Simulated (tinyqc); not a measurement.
Grain growth, pinning, strength and diffusional creep of a polycrystal or thin film: one step, computed by the program tinyqc. Command: `OMP_NUM_THREADS=1 python tinyqc.py 3017107 3017108 out.jsonl grain walk`. One thread of a shared host (Intel(R) Xeon(R) Processor @ 2.30GHz), about 0.01 s of CPU time with the checks.

One mean grain size d describes the structure.

Question. Grain size after the anneal. dd/dt = 2 M gamma (1/d - 1/d_lim) integrates to 2 M gamma t = d_lim (d0 - d) + d_lim^2 ln[(d_lim - d0)/(d_lim - d)]; without pinning d^2 = d0^2 + 4 M gamma t.

Inputs (values chosen for the exercise, for a model solid):
```
quantity               value   unit
boundary energy gamma   0.59  J/m^2
anneal temperature T    2025      K
anneal time t           1300      s
initial grain size d0     15     nm
```

mobility M = 1.763443e-17 m^4/(J s)

limit d_lim = 42807.02 nm

Give: size without pinning; grain size d.

Answer.

size without pinning = 233.1 nm

grain size d = 232.7 nm

Pinning holds d to 100 % of the free value.
